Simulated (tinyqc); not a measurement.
Sharing a fixed EOT between the layers.

Without charge in the stack, a voltage of 0.6 V over an EOT of 0.91 nm gives F1 = (V/EOT)(3.9/e1) and F2 = F1 e1/e2; t2 = e2 (EOT/3.9 - t1/e1).

Parameters, values chosen for the exercise: relative permittivity of layer 1 e1 = 3.78; relative permittivity of layer 2 e2 = 24.5.

Results:

| t1 (nm) | t2 (nm) | physical thickness (nm) | drop over layer 1 (V) | drop over layer 2 (V) |
|---|---|---|---|---|
| 0 | 5.717 | 5.717 | 0 | 0.6000 |
| 0.11 | 5.004 | 5.114 | 0.07483 | 0.5252 |
| 0.21 | 4.356 | 4.566 | 0.1429 | 0.4571 |
| 0.32 | 3.643 | 3.963 | 0.2177 | 0.3823 |
| 0.43 | 2.930 | 3.360 | 0.2925 | 0.3075 |
| 0.64 | 1.569 | 2.209 | 0.4354 | 0.1646 |
| 0.75 | 0.8556 | 1.606 | 0.5102 | 0.08980 |

Estimate the missing row, t1 = 0.54 nm.

Computed row:

| t1 (nm) | t2 (nm) | physical thickness (nm) | drop over layer 1 (V) | drop over layer 2 (V) |
|---|---|---|---|---|
| 0.54 | 2.217 | 2.757 | 0.3673 | 0.2327 |

With this row back in the table: Each 0.1 nm of layer 1 costs 0.648 nm of layer 2, so the physical thickness falls from 5.72 to 1.61 nm. The fields do not change, 6.80 MV/cm in layer 1 and 1.05 MV/cm in layer 2, and layer 1 takes half of the voltage at t1 = 0.441 nm.

Numbers from tinyqc (`OMP_NUM_THREADS=1 python tinyqc.py 2010152 2010153 out.jsonl`; about 0.01 s on one thread of a shared Intel Xeon 2.30GHz).
